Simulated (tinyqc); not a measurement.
Wafer bonding and layer transfer: bond energy, gap closing, particles, bonding of dissimilar wafers and hydrogen blisters. Changing the particle radius h. Computed by tinyqc, a small Python program. Command: `OMP_NUM_THREADS=1 python tinyqc.py 3030307 3030308 out.jsonl bond sweep`. One thread of a shared host (Intel(R) Xeon(R) Processor @ 2.30GHz), about 0.01 s of CPU time with the checks.

gamma is the energy per area of each of the two surfaces; plates are isotropic, and both wafers have E1 and t1.

Inputs (values chosen for the exercise, with wafer 1 close to silicon):
```
quantity,value,unit
Young's modulus E1,154,GPa
Poisson ratio nu,0.18,-
thickness t1,525,micrometre
blade thickness t_b,230,micrometre
crack length L,15,mm
```

Pair: two equal wafers.

Method. Two cantilevers opened by t_b: gamma = 3 t_b^2 E1 t1^3 E2 t2^3/(16 L^4 (E1 t1^3 + E2 t2^3)). E' = E1/(1 - nu^2), equal wafers assumed. Void radius in the plate regime: R_v = [(2/3) E' t1^3/gamma]^(1/4) h^(1/2). Below h_crit = 5 sqrt(t1 gamma/E') the wafers deform locally and R_v is of the order of h (taken as h).

One run for each value:
```
particle radius h (micrometre),void radius (micrometre),critical particle radius (micrometre)
0.01,1.0000e-02,0.42429
0.024,2.4000e-02,0.42429
0.056,5.6000e-02,0.42429
0.13,1.3000e-01,0.42429
0.32,3.2000e-01,0.42429
0.75,1.4103e+03,0.42429
1.8,2.1849e+03,0.42429
4.2,3.3374e+03,0.42429
10,5.1498e+03,0.42429
```

Describe and explain the trends.

At the high end the exponent of void radius is 0.50, close to 0.50: plate bending. The void radius jumps by orders of magnitude at the critical particle size, where bending of the whole wafer takes over.
